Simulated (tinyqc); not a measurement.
# Abrupt p-n junction, non-linear Poisson equation by Newton steps: effects of single changes

One dimension, p side on the left, n side on the right; net doping C = -Na for x < 0 and +Nd for x > 0. The potential psi is counted from the intrinsic level, and the quasi-Fermi potentials are flat: 0 for holes and -V for electrons, so n = ni exp((psi + V)/Vt) and p = ni exp(-psi/Vt) (Boltzmann statistics, full ionisation, no current).

Values chosen for this exercise; band and dielectric values close to those of indium phosphide: temperature T = 300 K; band gap Eg = 1.33 eV; relative permittivity eps_r = 12.5; conduction-band density of states at T Nc = 5.63e17 cm^-3; valence-band density of states at T Nv = 1.08e19 cm^-3; acceptor density of the p side Na = 4.7e17 cm^-3; donor density of the n side Nd = 9.5e15 cm^-3; bias of the p side against the n side V = 0 V.

Constants: q = 1.602176634e-19 C, kB = 1.380649e-23 J/K, Vt = kB T/q, eps0 = 8.8541878128e-14 F/cm where lengths are in cm. Results are converted to the units shown.

Each table varies one quantity; the others keep the values above.

## Capacitance and field against bias

The Poisson equation d/dx(eps0 eps_r dpsi/dx) = -q (p - n + C) is solved on a mesh of more than 1000 nodes that ends in neutral material (psi_p = -Vt ln(Na/ni), psi_n = Vt ln(Nd/ni) - V). C_j = q d/dV of the integral of p over x, from the linearised equation. ni = sqrt(Nc Nv) exp(-Eg/(2 Vt)), Eg in volts. Depletion approximation: Vbi = Vt ln(Na Nd/ni^2), W = sqrt(2 eps0 eps_r (Vbi - V)(1/Na + 1/Nd)/q), xp = W Nd/(Na + Nd), xn = W Na/(Na + Nd), peak field 2 (Vbi - V)/W, capacitance eps0 eps_r/W. The last column applies it to an abrupt Na-Nd junction.

Capacitance and field against bias:
```
V (V)  peak |E| (kV/cm)  C_j (nF/cm^2)  1/C_j^2 (cm^4/uF^2)  eps0 eps_r/C_j (nm)  abrupt depletion C (nF/cm^2)
0                 59.20          27.64                 1309                400.5                         26.87
-0.57             69.59          22.33                 2006                495.7                         21.95
-1.14             79.06          19.25                 2699                575.0                         19.01
-1.71             87.78          17.17                 3391                644.5                         17.01
-2.29             95.99          15.63                 4095                708.2                         15.51
-2.86             103.5          14.46                 4786                765.7                         14.36
-3.43             110.6          13.51                 5476                819.0                         13.44
-4                117.3          12.73                 6167                869.2                         12.67
```

With V going from 0 to -4 V, C_j falls from 27.6 to 12.7 nF/cm^2 and the peak field rises from 59.2 to 117 kV/cm. The slope of 1/C_j^2, read as N = 2/(q eps0 eps_r |slope|), gives 9.23e15 cm^-3 between the first two rows and 9.31e15 cm^-3 between the last two, against Na Nd/(Na + Nd) = 9.31e15 cm^-3; the slopes of all rows agree within 0.9 %, as for uniform doping at both edges. At the end C_j goes as (Vbi - V)^(-0.51) with Vbi = 1.14 V, and it is 0.51 % above the abrupt depletion formula (at the first row 2.9 % above it).

## Effect of the band gap

Exact first integral for an abrupt junction with thick neutral sides: psi_p = -Vt ln(Na/ni), psi_n = Vt ln(Nd/ni) - V, psi_j = (Nd psi_n + Na psi_p - Vt (Nd - Na))/(Na + Nd) at the junction, n_j = ni exp((psi_j + V)/Vt), p_j = ni exp(-psi_j/Vt), and E_j^2 = (2 q/(eps0 eps_r)) [Nd (psi_n - psi_j - Vt) + Vt (n_j + p_j)] (minority densities of the neutral sides neglected).

The same in every row: share of W on the n side (%) = 98.02.

Effect of the band gap:
```
Eg (eV)  ni (cm^-3)  Vbi (V)  W (nm)  peak field, depletion (kV/cm)  peak field, exact (kV/cm)
0.7        3.253e12   0.5134   276.0                          37.20                      46.40
0.89       8.247e10   0.7034   323.1                          43.55                      50.42
1.07        2.537e9   0.8834   362.0                          48.80                      54.10
1.26        6.433e7    1.073   399.1                          53.80                      57.84
1.44        1.979e6    1.253   431.2                          58.13                      61.28
1.63        5.018e4    1.443   462.8                          62.38                      64.79
1.81           1544    1.623   490.8                          66.16                      68.01
2             39.15    1.813   518.7                          69.92                      71.31
```

ni falls from 3.25e12 to 39.1 cm^-3, and Vbi follows the gap one to one, staying 0.187 V below it (Vt ln(Nc Nv/(Na Nd))). W rises from 276 to 519 nm and the exact peak field rises from 46.4 to 71.3 kV/cm. W goes as the square root of Vbi - V, the exact field as (Vbi - V)^(0.34) on average. The depletion field is 20 % below the exact one in the first row and 1.9 % below it in the last.

Program tinyqc, `OMP_NUM_THREADS=1 python tinyqc.py 2000070 2000071 out.jsonl`; Intel Xeon 2.30GHz, shared host, one thread, about 0.02 s.
